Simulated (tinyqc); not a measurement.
CID on RHF in the 6-311g basis, for H-, spin multiplicity 1, step by step. The basis has no diffuse functions, so it cannot describe the extra electron: this is an exercise in the method, not the real anion. Computed by tinyqc, a small Python program that keeps every step (integrals from PySCF). Settings: charge = -1, multiplicity = 1, basis = 6-311g, method = RHF, energy threshold = 1e-10, iteration cap = 58, orthogonalisation = symmetric, start = Wolfsberg-Helmholz matrix, DIIS depth = 6, ci = CID, davidson = 1. Command: `OMP_NUM_THREADS=1 python tinyqc.py 22981 22982 out.jsonl` (the two numbers bound the seeds that draw the settings). One thread of a shared host (Intel(R) Xeon(R) Processor @ 2.60GHz), about 0.09 s of CPU time with the checks. The early iterations of the SCF are left out here.

## One-electron integrals

Geometry (angstrom):
```
atom         x         y         z
H     0.000000  0.000000  0.000000
```

Basis 6-311g: exponents (1/bohr^2) and contraction coefficients of normalised primitives:
```
element  l (shell)   exponent  coefficient
H            s (1)  33.865000     0.025494
H            s (1)   5.094790     0.190373
H            s (1)   1.158790     0.852161
H            s (2)   0.325840     1.000000
H            s (3)   0.102741     1.000000
```

Overlap, kinetic and nuclear-attraction integrals over the contracted functions; the nuclear repulsion is the sum of Za Zb / Rab.

nuclear repulsion = 0 hartree

overlap S, order 1H 1s, 1H 2s, 1H 3s:
$$\begin{pmatrix}
1.000000 & 0.706377 & 0.373664 \\
0.706377 & 1.000000 & 0.788963 \\
0.373664 & 0.788963 & 1.000000
\end{pmatrix}$$

kinetic energy T (hartree), order 1H 1s, 1H 2s, 1H 3s:
$$\begin{pmatrix}
2.304348 & 0.549119 & 0.106346 \\
0.549119 & 0.488760 & 0.184881 \\
0.106346 & 0.184881 & 0.154112
\end{pmatrix}$$

nuclear attraction V (hartree), order 1H 1s, 1H 2s, 1H 3s:
$$\begin{pmatrix}
-2.111097 & -1.060726 & -0.514994 \\
-1.060726 & -0.910903 & -0.582812 \\
-0.514994 & -0.582812 & -0.511496
\end{pmatrix}$$

core Hamiltonian H = T + V (hartree), order 1H 1s, 1H 2s, 1H 3s:
$$\begin{pmatrix}
0.193252 & -0.511607 & -0.408648 \\
-0.511607 & -0.422143 & -0.397930 \\
-0.408648 & -0.397930 & -0.357384
\end{pmatrix}$$

## Two-electron integrals

Functions are numbered as in S; the eight-fold symmetry (ij|kl) = (ji|kl) = (kl|ij) leaves the list below.

Two-electron integrals (ij|kl) in chemists' order, unique and non-zero (hartree):
```
(11|11) 1.393035   (21|11) 0.822971   (21|21) 0.509703   (22|11) 0.822904
(22|21) 0.543028   (22|22) 0.644106   (31|11) 0.411256   (31|21) 0.257757
(31|22) 0.279868   (31|31) 0.130794   (32|11) 0.543681   (32|21) 0.365771
(32|22) 0.452669   (32|31) 0.189803   (32|32) 0.325140   (33|11) 0.494021
(33|21) 0.340115   (33|22) 0.445993   (33|31) 0.178035   (33|32) 0.331779
(33|33) 0.361682
```

## Orthogonalisation

S = U s U^T; symmetric (Loewdin) form X = U s^(-1/2) U^T, so that X^T S X = 1.

eigenvalues of S: [0.109211, 0.629350, 2.261439]

X, order 1H 1s, 1H 2s, 1H 3s:
$$\begin{pmatrix}
1.366024 & -0.728467 & 0.179565 \\
-0.728467 & 2.045624 & -0.905584 \\
0.179565 & -0.905584 & 1.539843
\end{pmatrix}$$

## Iteration 9 (converged): orbitals

converged F (hartree), order 1H 1s, 1H 2s, 1H 3s:
$$\begin{pmatrix}
1.153994 & -0.021484 & -0.261960 \\
-0.021484 & 0.169888 & -0.038268 \\
-0.261960 & -0.038268 & 0.063977
\end{pmatrix}$$

Diagonalise F' = X^T F X, C = X C', fill 1 alpha and 1 beta electrons from the bottom; D = 2 C_occ C_occ^T. Each column has its largest component positive (the first on a tie).

F' = X^T F X (hartree):
$$\begin{pmatrix}
2.169849 & -1.164320 & -0.068108 \\
-1.164320 & 1.235946 & -0.392424 \\
-0.068108 & -0.392424 & 0.297077
\end{pmatrix}$$

orbital energies (hartree): MO1 -0.003713, MO2 0.739018, MO3 2.967567

coefficients C, order 1H 1s, 1H 2s, 1H 3s:
$$\begin{pmatrix}
0.174977 & 0.085029 & -1.546312 \\
0.174688 & 1.488048 & 1.813980 \\
0.764770 & -1.437421 & -0.756565
\end{pmatrix}$$

D after iteration 9, order 1H 1s, 1H 2s, 1H 3s:
$$\begin{pmatrix}
0.061234 & 0.061133 & 0.267635 \\
0.061133 & 0.061032 & 0.267193 \\
0.267635 & 0.267193 & 1.169746
\end{pmatrix}$$

## Convergence

Stop when the energy changes by less than 1e-10 hartree and every element of the error matrix X^T (F D S - S D F) X is below 3e-06.

Course of the cycle:
```
iteration  E (hartree)     change  largest element of the error matrix
1           0.14934256          -                             1.02e+00
2          -0.45395860  -6.03e-01                             1.77e-01
3          -0.46664818  -1.27e-02                             7.61e-03
4          -0.46667184  -2.37e-05                             2.34e-04
5          -0.46667188  -4.82e-08                             3.61e-05
6          -0.46667188  -8.33e-10                             2.05e-05
7          -0.46667188  -1.95e-10                             1.46e-05
8          -0.46667188  -2.02e-10                             2.80e-10
9          -0.46667188  -1.11e-16                             1.77e-10
```

PySCF RHF in the same basis = -0.46667188 hartree

Converged in 9 iterations.

## Integrals over molecular orbitals

(pq|rs) = sum C_ip C_jq C_kr C_ls (ij|kl), one index at a time.

one-electron integrals over orbitals h = C^T H C (hartree):
$$\begin{pmatrix}
-0.462958 & -0.131518 & 0.034441 \\
-0.131518 & 0.000966 & 0.148299 \\
0.034441 & 0.148299 & 1.874628
\end{pmatrix}$$

Two-electron integrals over orbitals (pq|rs), unique and non-zero (hartree):
```
(11|11) 0.459245    (21|11) 0.131518    (21|21) 0.102796    (22|11) 0.420424
(22|21) 0.120042    (22|22) 0.396446    (31|11) -0.034441   (31|21) -0.050137
(31|22) -0.050440   (31|31) 0.077965    (32|11) -0.099218   (32|21) -0.084884
(32|22) -0.101309   (32|31) 0.082157    (32|32) 0.106288    (33|11) 0.585452
(33|21) 0.253060    (33|22) 0.554751    (33|31) -0.175866   (33|32) -0.271735
(33|33) 1.026164
```

## CID: determinants and Hamiltonian

Hartree-Fock energy = -0.46667188 hartree

Slater-Condon rules over spin orbitals, with the nuclear repulsion added and E(HF) subtracted on the diagonal.

Occupation strings over the orbitals (2 doubly, a alpha, b beta, 0 empty; spin orbitals ordered 1a 1b 2a 2b ...): 200 020 0ab 0ba 002

H - E(HF) between determinants (hartree), order 200, 020, 0ab, 0ba, 002:
$$\begin{pmatrix}
0.000000 & 0.102796 & -0.050137 & 0.050137 & 0.077965 \\
0.102796 & 0.865049 & 0.046990 & -0.046990 & 0.106288 \\
-0.050137 & 0.046990 & 2.897017 & -0.106288 & -0.123437 \\
0.050137 & -0.046990 & -0.106288 & 2.897017 & 0.123437 \\
0.077965 & 0.106288 & -0.123437 & 0.123437 & 5.242092
\end{pmatrix}$$

## CID: roots

Diagonalise (each vector has its largest component positive (the first on a tie)); all determinants have Ms = 0, so triplets appear too. The lowest singlet root is the correlation energy.

lowest roots of this matrix, relative to E(HF) (hartree): [-0.014770, 0.872261, 2.790728, 2.993628, 5.259329]

lowest vectors, order 200, 020, 0ab, 0ba, 002:
$$\begin{pmatrix}
0.992802 & 0.116880 & 0.000000 & -0.020441 \\
-0.116509 & 0.992336 & 0.000000 & 0.033935 \\
0.017835 & -0.020718 & 0.707107 & 0.704480 \\
-0.017835 & 0.020718 & 0.707107 & -0.704480 \\
-0.011531 & -0.027393 & 0.000000 & 0.076454
\end{pmatrix}$$

<S^2> of these roots: [0.000000, 0.000000, 2.000000, 0.000000, 0.000000]

weight of the ground state by excitation level 0, 1, 2, ...: [0.985657, 0.000000, 0.014343]
